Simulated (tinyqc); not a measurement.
## Impurity strength from the transmission

Inverse problem. An infinite chain has hopping -t with t = 0.577 eV and site energy 0; E = -2 t cos(k) with E = -0.61 eV. One site has the energy u > 0, so T(E) = 1/[1 + u^2/(4 t^2 sin^2 k)]. Find sin^2 k and u.

T(E) = 0.61810377

Solution. sin^2 k = 1 - (E/2t)^2, and u = 2 t |sin k| sqrt(1/T(E) - 1).

sin^2 k = 0.721
u = 0.770 eV

Program tinyqc, `OMP_NUM_THREADS=1 python tinyqc.py 2660106 2660107 out.jsonl`; Intel Xeon 2.30GHz, shared host, one thread, about 0.01 s.
